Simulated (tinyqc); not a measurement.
Schottky emission and Poole-Frenkel conduction in an insulator, and how to tell them apart: two steps of the calculation.

Schottky emission (electrode-limited): J = As T^2 exp[-(pb - b sqrt(F))/Vt], b = sqrt(q/(4 pi eps0 ei)). Poole-Frenkel emission (bulk-limited): J = s0 F exp[-(pt - 2 b sqrt(F))/Vt]. F in V/cm.

Values chosen for this exercise; dielectric values close to those of silicon nitride:

| symbol | value | unit | meaning |
|---|---|---|---|
| T | 325 | K | temperature |
| ei | 3.86 |  | high-frequency relative permittivity |
| es | 7.81 |  | static relative permittivity |
| pt | 0.92 | eV | trap depth |
| s0 | 2.2 | S/cm | Poole-Frenkel prefactor |
| pb | 1.44 | eV | electrode barrier |
| As | 49 | A/(cm^2 K^2) | Richardson constant |
| F | 0.4 | MV/cm | field |

Constants: q = 1.602176634e-19 C, kB = 1.380649e-23 J/K, Vt = kB T/q, eps0 = 8.8541878128e-14 F/cm where lengths are in cm. Results are converted to the units shown.

Question 1. Both currents at one field. Lowerings b sqrt(F) and 2 b sqrt(F); the image-force maximum lies at sqrt(q/(16 pi eps0 ei F)) from the electrode.

Give: Schottky lowering; position of the barrier top; Poole-Frenkel lowering; J, Schottky; J, Poole-Frenkel.

Answer 1.

Schottky lowering = 122.16 meV
position of the barrier top = 1.5269 nm
Poole-Frenkel lowering = 244.31 meV
J, Schottky = 1.8973e-14 A/cm^2
J, Poole-Frenkel = 2.9279e-5 A/cm^2

Injection and bulk transport act in series, so the smaller capacity limits the current: here the electrode, by a factor of 1.54e9.

Question 2. Which mechanism made these data. The data come from another sample of the same dielectric, in which one mechanism alone limits the current. Fit straight lines by least squares: ln J on sqrt(F) (Schottky plot, slope b/Vt) and ln(J/F) on sqrt(F) (Poole-Frenkel plot, slope 2 b/Vt), F in V/cm, and read a permittivity from each slope. The right mechanism gives a value near ei, and in any case between ei and es.

```
point	F (MV/cm)	J (A/cm^2)
0	0.8	2.542e-15
1	1.4	1.863e-14
2	1.99	8.941e-14
3	2.59	3.519e-13
4	3.19	1.19e-12
```

Wanted: slope of the Schottky plot; permittivity read as Schottky; slope of the Poole-Frenkel plot; permittivity read as Poole-Frenkel.

Answer 2.

slope of the Schottky plot = 0.006896 (cm/V)^0.5
permittivity read as Schottky = 3.860
slope of the Poole-Frenkel plot = 0.005350 (cm/V)^0.5
permittivity read as Poole-Frenkel = 25.66

Both plots are nearly straight, so straightness decides nothing. Read as Schottky the data give 3.86, which matches ei = 3.86; read as Poole-Frenkel they give 25.7, above even the static value 7.81. The data were made by Schottky emission.

tinyqc, about 0.01 s, one thread, Intel Xeon 2.30GHz (shared host): `OMP_NUM_THREADS=1 python tinyqc.py 2370021 2370022 out.jsonl`
